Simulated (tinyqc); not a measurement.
## MOS capacitor on an n-type substrate, surface potential from the exact charge relation: effect of the fixed charge at the interface on threshold and swing

Uniform n-type substrate, Boltzmann statistics, full ionisation, classical densities. psi is the surface potential against the body (positive when the bands bend down) and u = -psi/Vt. Traps are spread evenly over the gap and neutral at flat band, so their charge is -q Dit psi; the minority quasi-Fermi level is shifted by Vb.

ni = sqrt(Nc Nv) exp(-Eg/(2 Vt)), Eg in volts; phiF = Vt ln(N/ni); Cox = eps0 eox/tox; Vfb = phiM - chi - Vt ln(Nc/N) - q Nf/Cox; VT = Vfb - [(2 phiF + Vb)(1 + q Dit/Cox) + sqrt(2 eps0 eps_r q N (2 phiF + Vb))/Cox]. gamma = sqrt(2 eps0 eps_r q N)/Cox; Wm = sqrt(2 eps0 eps_r (2 phiF + Vb)/(q N)); m = 1 + (eps0 eps_r/Wm + q Dit)/Cox; swing m Vt ln 10; Cmin/Cox = 1/(1 + Cox Wm/(eps0 eps_r)).

Parameters, values chosen for the exercise; band and dielectric values close to those of 4H silicon carbide:
```
symbol,value,unit,meaning
T,293,K,temperature
Eg,3.32,eV,band gap
eps_r,9.56,,relative permittivity
Nc,1.67e19,cm^-3,conduction-band density of states at T
Nv,2.37e19,cm^-3,valence-band density of states at T
chi,3.67,eV,electron affinity
N,6e15,cm^-3,donor density of the substrate
eox,21.4,,relative permittivity of the gate insulator (close to hafnium oxide)
tox,51,nm,insulator thickness
phiM,4.09,eV,gate work function
Dit,4.2e10,cm^-2 eV^-1,density of interface traps
Vb,0,V,reverse bias of the inversion layer against the body
```

Constants: q = 1.602176634e-19 C, kB = 1.380649e-23 J/K, Vt = kB T/q, eps0 = 8.8541878128e-14 F/cm where lengths are in cm. Results are converted to the units shown.

The same in every row: 2 phiF (V) = 2.9106; gamma (V^0.5) = 0.10858; Wm (nm) = 715.95; m = 1.0499; swing (mV/decade) = 61.041; Cmin/Cox = 0.030841.

Results:
```
Nf (cm^-2)    Vfb (V)   VT (V)
-4e11         0.39224  -2.7564
-2e11         0.30599  -2.8426
0             0.21974  -2.9289
4e11         0.047246  -3.1014
6e11        -0.039002  -3.1876
8e11         -0.12525  -3.2739
```

Estimate the missing row, Nf = 2e11 cm^-2.

Computed row:
```
Nf (cm^-2)  Vfb (V)   VT (V)
2e11        0.13349  -3.0151
```

With this row back in the table: As Nf goes from -4e11 to 8e11, VT falls from -2.76 to -3.27 V, the swing stays at 61.0 mV/decade and Cmin/Cox stays at 0.0308. The whole change of VT is that of Vfb: the curve shifts rigidly.

tinyqc, about 0.01 s, one thread, Intel Xeon 2.30GHz (shared host): `OMP_NUM_THREADS=1 python tinyqc.py 2060153 2060154 out.jsonl`
